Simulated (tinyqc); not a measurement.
Inside a calculation. Method: plane-wave Kohn-Sham cycle with exchange-only LDA in a layered model solid. One step of it, computed by the program tinyqc.

Task: Iteration 2: Hamiltonian at one k. H(m,m') = (k + G_m)^2/2 delta + V(G_m - G_m'), with V(-G) = V(G).

A solid whose potential varies along x alone (atomic units):
```
parameter                      value
period a                    5.200000
cross-section of the cell  10.000000
electrons per cell                 2
grid points                       16
plane waves -n..n, n               3
k points                           1
V1 in V1 cos(2 pi x/a)     -0.250000
V2 in V2 cos(4 pi x/a)      0.000000
```

V(G_m), m = 0, 1, 2, ... (hartree): [-0.327635, -0.070420, 0.001455, 0.000109, -0.000001, 0.000000, 0.000000]

k = 0.000000 2 pi / a

Give: H.

Result:

H (hartree), order -3, -2, -1, +0, +1, +2, +3:
$$\begin{pmatrix}
6.2424 & -0.0704 & 0.0015 & 0.0001 & 0.0000 & 0.0000 & 0.0000 \\
-0.0704 & 2.5924 & -0.0704 & 0.0015 & 0.0001 & 0.0000 & 0.0000 \\
0.0015 & -0.0704 & 0.4024 & -0.0704 & 0.0015 & 0.0001 & 0.0000 \\
0.0001 & 0.0015 & -0.0704 & -0.3276 & -0.0704 & 0.0015 & 0.0001 \\
0.0000 & 0.0001 & 0.0015 & -0.0704 & 0.4024 & -0.0704 & 0.0015 \\
0.0000 & 0.0000 & 0.0001 & 0.0015 & -0.0704 & 2.5924 & -0.0704 \\
0.0000 & 0.0000 & 0.0000 & 0.0001 & 0.0015 & -0.0704 & 6.2424
\end{pmatrix}$$
